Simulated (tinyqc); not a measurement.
Comparisons within one model: Shockley-Read-Hall recombination through one deep level. A value that a table varies takes the place of the one given here.

One level at Et with degeneracy 1: tn = 1/(sn vth Nt), tp = 1/(sp_ vth Nt), n1 = Nc exp((Et - Eg)/kT), p1 = Nv exp(-Et/kT), ni^2 = n1 p1. Equilibrium n0 = Nm, p0 = ni^2/Nm; n = n0 + dn, p = p0 + dn. U = (n p - ni^2)/(tp (n + n1) + tn (p + p1)), lifetime dn/U; emission rates en = sn vth n1, ep = sp_ vth p1.

Constants: kB = 8.617333262e-05 eV/K.

Inputs chosen for the exercise (gap and densities of states near those of Si at this temperature; not measured data): E1 = 0.351 eV (level (0/-1) above Ev); E2 = 0.809 eV (level (-1/-2) above Ev); gm = 1 (degeneracy of the middle state, the others 1); T = 400 K; Eg = 1.09 eV (gap); Nc = 4.16e+19 1/cm^3 (conduction-band density of states); Nv = 1.68e+19 1/cm^3 (valence-band density of states); Nd = 2.6e+14 1/cm^3 (ionised shallow donors minus acceptors); Et = 0.809 eV (recombination level above Ev); Nt = 6.2e+14 1/cm^3 (defects); sn = 2.3e-15 cm^2 (electron capture cross-section); sp_ = 1.8e-15 cm^2 (hole capture cross-section); vth = 23000000 cm/s (thermal velocity, both carriers); Nm = 6.2e+15 1/cm^3 (equilibrium electrons for the lifetime steps); dn = 3.1e+16 1/cm^3 (excess pairs).

## Charge state against the Fermi level (deep level with several charge states)

Energies from Ev. The defect has charge states 0, -1, -2 with weights 1, gm exp((EF - E1)/kT), exp((2 EF - E1 - E2)/kT); the shares are the weights over their sum. Boltzmann carriers: n = Nc exp((EF - Eg)/kT), p = Nv exp(-EF/kT). Neutrality: p - n + Nd + Nt <q> = 0.

Shares:

| EF (eV) | 0 | -1 | -2 | <q> |
|---|---|---|---|---|
| 0.065 | 1.000 | 0.000 | 0.000 | 0.000 |
| 0.153 | 0.997 | 0.003 | 0.000 | -0.003 |
| 0.240 | 0.962 | 0.038 | 0.000 | -0.038 |
| 0.327 | 0.667 | 0.333 | 0.000 | -0.333 |
| 0.414 | 0.139 | 0.861 | 0.000 | -0.861 |
| 0.501 | 0.013 | 0.987 | 0.000 | -0.987 |
| 0.589 | 0.001 | 0.997 | 0.002 | -1.001 |
| 0.676 | 0.000 | 0.979 | 0.021 | -1.021 |
| 0.763 | 0.000 | 0.792 | 0.208 | -1.208 |
| 0.850 | 0.000 | 0.233 | 0.767 | -1.767 |
| 0.937 | 0.000 | 0.024 | 0.976 | -1.976 |
| 1.025 | 0.000 | 0.002 | 0.998 | -1.998 |

Where the levels are several kT apart the middle state rules between about E1 - kT ln gm = 0.351 and E2 + kT ln gm = 0.809 eV; its largest share listed is 0.997. Each step spreads from 10 % to 90 % over 4.4 kT = 0.151 eV.

## Defects against doping (deep level with several charge states)

Nt takes the listed multiples of |Nd|; the resistivity uses mobilities of 1000 (electrons) and 300 (holes) cm^2/(V s), chosen for the exercise, and e = 1.602176634e-19 C.

Neutral state:

| Nt/\|Nd\| | EF (eV) | n (1/cm^3) | p (1/cm^3) | rho (ohm cm) |
|---|---|---|---|---|
| 0.01 | 0.6766 | 2.57e+14 | 5.02e+10 | 24.2 |
| 0.10 | 0.6733 | 2.34e+14 | 5.53e+10 | 26.7 |
| 0.30 | 0.6645 | 1.81e+14 | 7.14e+10 | 34.5 |
| 0.60 | 0.6450 | 1.03e+14 | 1.26e+11 | 60.7 |
| 0.90 | 0.5978 | 2.62e+13 | 4.93e+11 | 237 |
| 1.10 | 0.4727 | 6.95e+11 | 1.86e+13 | 996 |
| 1.50 | 0.4206 | 1.53e+11 | 8.44e+13 | 245 |
| 3.00 | 0.3791 | 4.60e+10 | 2.81e+14 | 74.0 |
| 10.00 | 0.3409 | 1.52e+10 | 8.51e+14 | 24.4 |

EF goes from 0.677 to 0.341 eV and the resistivity from 24.2 to 24.4 ohm cm, with a largest value of 996. The largest move of EF, -0.125 eV, comes between Nt/|Nd| = 0.9 and 1.1; the levels lie at 0.351 and 0.809 eV. A defect can take up to two electrons, but EF starts near or below the upper level, so each takes between one and two (1.02 in the first row) and the doping is cancelled near Nt = Nd at the latest. The type changes along the table.

## Lifetime against injection

Recombination:

| dn (1/cm^3) | lifetime (microsecond) | U (1/(cm^3 s)) |
|---|---|---|
| 1.0e+11 | 0.1143 | 8.75e+17 |
| 1.0e+12 | 0.1143 | 8.75e+18 |
| 1.0e+13 | 0.1142 | 8.76e+19 |
| 1.0e+14 | 0.1136 | 8.81e+20 |
| 1.0e+15 | 0.1080 | 9.26e+21 |
| 1.0e+16 | 0.08660 | 1.15e+23 |
| 1.0e+17 | 0.07207 | 1.39e+24 |
| 1.0e+18 | 0.06972 | 1.43e+25 |

The lifetime falls from 0.1143 to 0.06972 microsecond; tn + tp = 0.06945. At low injection it is tp (1 + n1/n0) + tn p1/n0 with n1/Nm = 1.9 and p1/Nm = 1.7e-07: re-emission lengthens it to 2.93 times the minority capture time. Auger and radiative paths are left out; they cut in at the highest injections, and in a doped direct-gap crystal the radiative one counts at all injections. dn = dp neglects trapped charge, which matters where the traps hold a charge comparable with dn, at low injection and with very unequal cross sections.

## Where a level does most harm

Et takes the values listed; G = Nt en ep/(en + ep) in a depleted region; the lifetime is for dn = 1e11 1/cm^3.

Results:

| Et (eV) | lifetime (microsecond) | G (1/(cm^3 s)) |
|---|---|---|
| 0.065 | 12.6 | 1.66e+14 |
| 0.153 | 1.01 | 2.13e+15 |
| 0.240 | 0.117 | 2.66e+16 |
| 0.327 | 0.0452 | 3.32e+17 |
| 0.414 | 0.0395 | 4.14e+18 |
| 0.501 | 0.0390 | 4.15e+19 |
| 0.589 | 0.0391 | 1.60e+19 |
| 0.676 | 0.0405 | 1.31e+18 |
| 0.763 | 0.0588 | 1.05e+17 |
| 0.850 | 0.286 | 8.42e+15 |
| 0.937 | 3.13 | 6.75e+14 |
| 1.025 | 39.7 | 5.25e+13 |

Generation peaks where en = ep, at Eg/2 + (kT/2) ln(sp_ Nv/(sn Nc)) = 0.525 eV; the largest value listed is at 0.501 eV, and G falls by a decade for each 0.079 eV away from the peak. The lifetime is within a factor 2 of its minimum, 0.039 microsecond, from 0.327 to 0.763 eV: recombination tolerates a wide range of Et, generation a narrow one.

## What moves lifetime and leakage

G = Nt en ep/(en + ep). Each row changes one parameter from the base and keeps the others.

Results:

| case | lifetime (microsecond) | G (1/(cm^3 s)) |
|---|---|---|
| base | 0.07692 | 2.77e+16 |
| Et = 0.849 eV | 0.1044 | 8.67e+15 |
| sn = 4.6e-15 cm^2 | 0.06422 | 2.77e+16 |
| sp_ = 3.6e-15 cm^2 | 0.05116 | 5.53e+16 |
| Nt = 3.1e+14 1/cm^3 | 0.1538 | 1.38e+16 |
| Nm = 1.86e+16 1/cm^3 | 0.06743 | 2.77e+16 |
| dn = 9.3e+16 1/cm^3 | 0.07225 | 2.77e+16 |

The largest shifts from the base row, up to three for each result and ties (the steps differ in size, so this ranks the rows, not the parameters). lifetime (microsecond): Nt +0.0769, Et +0.0275, sp_ -0.0258. G (1/(cm^3 s)): sp_ +2.77e+16, Et -1.90e+16, Nt -1.38e+16; unchanged at the printed digits by sn, Nm and dn.

(tinyqc, `OMP_NUM_THREADS=1 python tinyqc.py 1651228 1651229 out.jsonl`, Intel(R) Xeon(R) Processor @ 2.30GHz, 1 thread, shared host, about 0.01 s.)
